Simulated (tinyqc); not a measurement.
From results back to parameters: smearing for a one-band metal on the fcc lattice. Five cases, with inputs chosen for the exercise.

Problem. With Gaussian smearing, f = erfc(x)/2, s = exp(-x^2)/(2 sqrt(pi)), x = (E_k - mu)/sigma and free energy F = E - sigma S, small widths give F(sigma) = E0 - D sigma^2/4, where D is the density of states at the Fermi level (both spins, per cell). F at two widths was computed from hidden E0 and D.

Find: D; E0.

Method. D = 4 (F(s1) - F(s2))/(s2^2 - s1^2); E0 = F(s1) + D s1^2/4.

Case 1.

Values chosen: s1 = 0.052 eV; s2 = 0.104 eV.
F(s1) = -1.4122444 eV
F(s2) = -1.4150775 eV

Solution.

D = 1.397 1/eV
E0 = -1.4113 eV

Case 2.

Values chosen: s1 = 0.035 eV; s2 = 0.07 eV.
F(s1) = -0.9568392 eV
F(s2) = -0.9581567 eV

Solution.

D = 1.434 1/eV
E0 = -0.9564 eV

Case 3.

Values chosen: s1 = 0.126 eV; s2 = 0.252 eV.
F(s1) = -2.9264637 eV
F(s2) = -2.9419547 eV

Solution.

D = 1.301 1/eV
E0 = -2.9213 eV

Case 4.

Values chosen: s1 = 0.109 eV; s2 = 0.218 eV.
F(s1) = -2.2535376 eV
F(s2) = -2.2650503 eV

Solution.

D = 1.292 1/eV
E0 = -2.2497 eV

Case 5.

Values chosen: s1 = 0.135 eV; s2 = 0.27 eV.
F(s1) = -3.6529935 eV
F(s2) = -3.6850741 eV

Solution.

D = 2.347 1/eV
E0 = -3.6423 eV

Computed by tinyqc, one run a case: `OMP_NUM_THREADS=1 python tinyqc.py N N+1 out.jsonl` with N = 1651660, 1651666, 1651742, 1651853, 1651907; one thread of a shared Intel(R) Xeon(R) Processor @ 2.30GHz, about 0.3 s a run at most.
